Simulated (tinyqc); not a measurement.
Current gain against temperature: heavy doping: gap narrowing, degeneracy and the minority density.

F_j(eta) = (1/Gamma(j + 1)) integral_0^infinity x^j dx/(1 + exp(x - eta)), which tends to exp(eta) for eta << 0.

Empirical narrowing (Slotboom form, constants chosen for the exercise; published fits of this form give the apparent narrowing, here it is taken as the true one): dEg = E0 [ln(N/N0) + sqrt(ln(N/N0)^2 + C)].

Majority: N = Nc F_1/2(eta), eta the distance of EF beyond the majority band edge in kT. Degeneracy factor gam = F_1/2(eta)/exp(eta). ni0^2 = Nc Nv exp(-Eg/kT); product n p = ni0^2 gam exp(dEg/kT), dEg the true narrowing; apparent narrowing dEa = dEg + kT ln gam; minority density = n p/N.

Bipolar transistor with N as emitter doping: beta = K (N/NB) exp((dEa_B + dG - dEa_E)/kT), dEa_E = dEg(N) + kT ln gam, dEa_B = dEg(NB). For the sweep in T, Nc is scaled as (T/T0)^(3/2) from its value at T0 = T.

Constants: kB = 8.617333262e-05 eV/K.

Inputs chosen for the exercise (gap and densities of states near those of GaAs at this temperature; narrowing constants of the size fitted for Si, not for this material; the results hold for these values, not for the real material): Eg = 1.37 eV (gap); Nc = 7.39e+17 1/cm^3 (conduction-band density of states); Nv = 1.59e+19 1/cm^3 (valence-band density of states); T = 450 K; E0 = 8.57 meV (narrowing scale); N0 = 1.4e+17 1/cm^3 (onset density); C = 0.5 (smoothing constant); N = 1.8e+17 1/cm^3 (ionised donors, equal to the majority density); NB = 1e+16 1/cm^3 (base doping); K = 4.6 (ratio (D_B W_E)/(D_E W_B)); dG = 0 meV (extra narrowing of the base by alloying).

Gain:
```
T (K),beta,beta with dG = 0,without narrowing
150,70.4,70.4,82.8
200,70.2,70.2,82.8
250,70.9,70.9,82.8
300,71.7,71.7,82.8
350,72.5,72.5,82.8
450,73.8,73.8,82.8
```

Give the missing row, T (K) = 400.

Computed row:
```
T (K)  beta  beta with dG = 0  without narrowing
400    73.2              73.2               82.8
```

dEa_B + dG - dEa_E at T0 = -4.5 meV

beta is 70.4 at 150 K and 73.8 at 450 K, not steadily; degeneracy of the emitter changes with T, and at T0 the net exponent is negative: the emitter has the larger apparent narrowing. At 300 K narrowing and degeneracy change the gain by a factor 0.866.

Program tinyqc; command `OMP_NUM_THREADS=1 python tinyqc.py 1651105 1651106 out.jsonl`; about 0.01 s on one thread of a shared Intel(R) Xeon(R) Processor @ 2.30GHz.
